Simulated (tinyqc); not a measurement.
Linear model of a band gap against the share of exact exchange: sweeps and comparisons. A value that a table varies takes the place of the one given here.

E(alpha) = E0 + S alpha. A wider gap screens less, modelled in the Penn form eps(alpha) = 1 + (e0 - 1)(EP/(EP + S alpha))^2 with a scale EP chosen for the exercise. A dielectric-dependent hybrid takes alpha = 1/eps.

Values chosen for the exercise (of the order of those of GaP; not measured data):
- E0 = 1.57 eV (gap of the semi-local functional)
- S = 5.22 eV (slope dE/d(alpha))
- e0 = 9.74 (optical dielectric constant at alpha = 0)
- EP = 11.2 eV (energy scale of the screening)
- Et = 2.33 eV (target gap)

## Sweep of alpha

Also the exciton scale relative to alpha = 0, (m/m(0))(eps(0)/eps)^2, with a mass proportional to E + D, D = E0/2 + 0.3 eV, a k.p rule for direct gaps only.

Results:
```
alpha,E (eV),eps,alpha eps,exciton scale
0.00,1.570,9.740,0.000,1.00
0.05,1.831,9.346,0.467,1.19
0.10,2.092,8.979,0.898,1.41
0.15,2.353,8.635,1.295,1.65
0.20,2.614,8.313,1.663,1.91
0.25,2.875,8.011,2.003,2.20
0.35,3.397,7.460,2.611,2.88
0.50,4.180,6.749,3.374,4.13
```

What does this show, and why?

alpha eps reaches 1 between alpha = 0.1 and 0.15 (fixed point 0.112), and the target gap is met between 0.1 and 0.15. At the fixed point the gap is 2.16 eV, -0.17 eV from the target. From 0 to 0.25 the gap grows by 1.30 eV while eps falls by 18 %; the exciton scale, which takes both, grows by a factor of 2.20 (formal for an indirect gap).

## What each parameter does

Fixed point alpha = 1/eps(alpha), gap and eps there. Each row changes one parameter from the base and keeps the others.

Results:
```
case,alpha,E (eV),eps
base,0.1125,2.157,8.891
E0 = 1.413 eV,0.1125,2.000,8.891
S = 5.742 eV,0.1136,2.222,8.805
e0 = 8.766,0.1261,2.228,7.927
EP = 12.32 eV,0.1115,2.152,8.969
```

What does this show?

The largest shifts from the base row, up to three for each result and ties (the steps differ in size, so this ranks the rows, not the parameters). alpha: e0 +0.0137, S +0.0011, EP -0.0010; unchanged at the printed digits by E0. E (eV): E0 -0.157, e0 +0.071, S +0.065. eps: e0 -0.964, S -0.086, EP +0.078; unchanged at the printed digits by E0.

Computed by tinyqc, a small Python program: `OMP_NUM_THREADS=1 python tinyqc.py 1850681 1850682 out.jsonl` (the numbers bound the seed that draws the inputs); one thread of a shared host (Intel(R) Xeon(R) Processor @ 2.30GHz), about 0.01 s for the whole set of steps.
